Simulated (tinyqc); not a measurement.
Illuminated p-n diode, drift-diffusion by the Gummel loop with Scharfetter-Gummel fluxes: one step of the calculation.

Abrupt junction at x = 0, p side from -Lp, n side to Ln, ohmic contacts. psi is counted from the intrinsic level; n = ni exp((psi - phin)/Vt), p = ni exp((phip - psi)/Vt). Contacts: p side psi = V - Vt ln(Na/ni), p = Na, n = ni^2/Na; n side psi = Vt ln(Nd/ni), n = Nd, p = ni^2/Nd. Constant mobilities, D = mu Vt, Boltzmann statistics, SRH recombination through a mid-gap level, U = (n p - ni^2)/(tp (n + ni) + tn (p + ni)). Current is positive from the p contact to the n contact.

Task. Hole continuity. With psi and the new n held, F_i = (mup Vt/h_i) [p_(i+1) B(-d_i) - p_i B(d_i)], d_i = (psi_(i+1) - psi_i)/Vt, B(d) = d/(exp(d) - 1); solve F_i - F_(i-1) = w_i [(n_i p_i - ni^2)/den_i - G] for the new p, with den = tp (n + ni) + tn (p + ni) taken at the new n and the old p, h_i = x_(i+1) - x_i, w_i = (h_(i-1) + h_i)/2; phip = psi + Vt ln(p/ni).

Inputs (values chosen for the exercise); band and dielectric values those of a made-up semiconductor:
- T = 300 K (temperature)
- Na = 2.6e16 cm^-3 (acceptor density of the p side)
- Nd = 6.7e16 cm^-3 (donor density of the n side)
- mup = 320 cm^2/(V s) (hole mobility)
- tn = 9e-7 s (SRH lifetime of electrons)
- tp = 2e-9 s (SRH lifetime of holes)
- G = 4e19 cm^-3 s^-1 (uniform generation rate)

Constants: q = 1.602176634e-19 C, kB = 1.380649e-23 J/K, Vt = kB T/q. Results are converted to the units shown.

| node | x (nm) | psi (V) | new n (cm^-3) | p after Poisson (cm^-3) |
|---|---|---|---|---|
| 0 | -1400 | -0.00485466 | 3.2828300e7 | 2.6e16 |
| 1 | -773 | -0.00485541 | 3.7104766e11 | 2.6000750e16 |
| 2 | -413 | -0.00485131 | 5.8378157e11 | 2.5996632e16 |
| 3 | -206 | -0.00446394 | 7.1567268e11 | 2.5609992e16 |
| 4 | -87.5 | 0.00772066 | 1.2358716e12 | 1.5985172e16 |
| 5 | -19.5 | 0.11552462 | 8.0596113e13 | 2.4699625e14 |
| 6 | 19.5 | 0.26291129 | 2.4116970e16 | 8.2547396e11 |
| 7 | 79.2 | 0.28798201 | 6.3605205e16 | 3.1299246e11 |
| 8 | 170 | 0.28929612 | 6.6922045e16 | 2.9747994e11 |
| 9 | 310 | 0.28932589 | 6.6999223e16 | 2.9713763e11 |
| 10 | 523 | 0.28932618 | 6.7000099e16 | 2.9713431e11 |
| 11 | 850 | 0.28932606 | 6.7e16 | 1.2739340e7 |

ni = 9.2387001e11 cm^-3

Give: new p; phip after round 1.

Result.

| node | new p (cm^-3) | phip after round 1 (V) |
|---|---|---|
| 0 | 2.6000e16 | 0.26000 |
| 1 | 2.6001e16 | 0.26000 |
| 2 | 2.5996e16 | 0.26000 |
| 3 | 2.5610e16 | 0.26000 |
| 4 | 1.5985e16 | 0.26000 |
| 5 | 2.4698e14 | 0.26000 |
| 6 | 8.2258e11 | 0.25991 |
| 7 | 2.9670e11 | 0.25862 |
| 8 | 2.4766e11 | 0.25526 |
| 9 | 1.9474e11 | 0.24908 |
| 10 | 1.1717e11 | 0.23594 |
| 11 | 1.2739e7 | 0.00000 |

Numbers from tinyqc (`OMP_NUM_THREADS=1 python tinyqc.py 2240170 2240171 out.jsonl`; about 0.7 s on one thread of a shared Intel Xeon 2.30GHz).
